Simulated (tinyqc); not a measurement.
## Transfer length from front and end resistance

Problem. A contact of length d and width W has Rc = (Rsh Lt/W) coth(d/Lt) and Re = (Rsh Lt/W)/sinh(d/Lt), with Rsh the sheet resistance under the metal and Lt = sqrt(rc/Rsh). Find Lt, Rsh and rc.

Inputs (values chosen for the exercise):

| symbol | value | unit | meaning |
|---|---|---|---|
| d | 0.9 | um | contact length |
| W | 240 | um | contact width |

Rc = 15.116952 ohm
Re = 13.283031 ohm

Answer. Rc/Re = cosh(d/Lt) gives Lt, and Re then gives Rsh.

Lt = 1.732 um
Rsh = 1000 ohm/sq
rc = 3.000e-5 ohm cm^2

Numbers from tinyqc (`OMP_NUM_THREADS=1 python tinyqc.py 2760045 2760046 out.jsonl`; about 0.01 s on one thread of a shared Intel Xeon 2.30GHz).
